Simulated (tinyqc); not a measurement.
Limits against temperature: thermal and gravitational stress in a wafer during furnace and rapid thermal processing, and the onset of slip. Computed by tinyqc, a small Python program. Command: `OMP_NUM_THREADS=1 python tinyqc.py 3014618 3014619 out.jsonl slip walk`. One thread of a shared host (Intel(R) Xeon(R) Processor @ 2.30GHz), about 0.01 s of CPU time with the checks.

A thin free disc in plane stress, isotropic; T(r) = T_centre + dT (r/R)^n with n = 2. Stress is positive in tension; sigma_SB = 5.670374419e-8 W/(m^2 K^4), g = 9.80665 m/s^2.

Inputs (values chosen for the exercise, modelled on silicon): wafer radius R = 150 mm; thickness t = 775 micrometre; Young's modulus E = 161 GPa; expansion alpha = 4.1 1e-6/K; prefactor A of the critical stress = 0.00031 MPa; energy U of the critical stress = 1.02 eV; density rho = 2330 kg/m^3; heat capacity c = 943 J/(kg K); conductivity k = 23.5 W/(m K); wafer spacing s = 6.6 mm.

Constants: k_B = 8.617333262e-05 eV/K.

Method. Critical resolved stress tau_c = A exp(U/(k_B T)), a form chosen for the exercise; slip when 0.492799 |s_tt(R)| > tau_c; allowed |dT| = tau_c (n + 2)/(0.492799 n alpha E). In a stack heated from the rim, heat flows inward by conduction and by radiation between wafers: k_eff = k + (16/3) sigma_SB T^3 s^2/t (a diffusion estimate with the spacing as path length). A steady ramp gives the parabolic lag dT = rho c (ramp) R^2/(4 k_eff); the allowed ramp uses n = 2.

For the parabolic profile:
```
T (K)  tau_c (MPa)  allowed |dT| (K)  k_eff (W/(m K))  allowed ramp (K/min)
1050        24.386            149.93           43.177                31.428
1125        11.502             70.71           47.702                16.376
1200         5.959             36.64           52.872                 9.404
1275         3.336             20.51           58.731                 5.847
1350         1.992             12.24           65.321                 3.883
1425         1.255              7.72           72.686                 2.724
1500         0.829              5.10           80.868                 2.000
```

What follows from these numbers?

From 1050 to 1500 K the allowed difference falls 29 times and the allowed ramp 16 times; radiation, which grows as T^3, gives back a factor 1.87. Ramps must slow as the wafer gets hotter.
